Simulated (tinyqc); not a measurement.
## Trap density from two Hall measurements

Problem. p-type body, charge-sheet picture, full ionisation (an idealisation for deep acceptors), Boltzmann statistics for free electrons. e = Ec - EF at the surface. psi = Eg - Vt ln(Nv/Na) - e; N_dep = sqrt(2 eps0 eps_r Na (psi - Vt)/q); n_f = sqrt(N_dep^2 + 2 eps0 eps_r Vt Nc exp(-e/Vt)/q) - N_dep; Vg = Vfb + psi + q (N_dep + n_t + n_f)/Cox, Cox = eps0 eox/tox. Find e and n_t at both points and the mean trap density between them.

Inputs (values chosen for the exercise); band and dielectric values close to those of 4H silicon carbide:
- T = 300 K (temperature)
- Eg = 3.23 eV (band gap)
- eps_r = 9.68 (relative permittivity)
- Nc = 1.71e19 cm^-3 (conduction-band density of states at T)
- Nv = 2.46e19 cm^-3 (valence-band density of states at T)
- eox = 3.9 (relative permittivity of the insulator)
- tox = 60 nm (insulator thickness)
- Na = 1.7e16 cm^-3 (acceptor density)
- Vfb = -2.71 V (flat-band voltage without trapped charge)

Constants: q = 1.602176634e-19 C, kB = 1.380649e-23 J/K, Vt = kB T/q, eps0 = 8.8541878128e-14 F/cm where lengths are in cm. Results are converted to the units shown.

Vg (V): 3.5512506  5.8856345
free sheet density from the Hall effect (cm^-2): 4.9303268e9  2.5896309e11

Answer. Each n_f fixes e; what the gate voltage holds beyond psi, N_dep and n_f is trapped; the difference quotient is the density, smeared over a few Vt.

e (eV): 0.1680  0.06100
n_t (cm^-2): 4.921e11  1.025e12
mean trap density = 4.978e12 cm^-2 eV^-1

Numbers from tinyqc (`OMP_NUM_THREADS=1 python tinyqc.py 2222135 2222136 out.jsonl`; about 0.02 s on one thread of a shared Intel Xeon 2.30GHz).
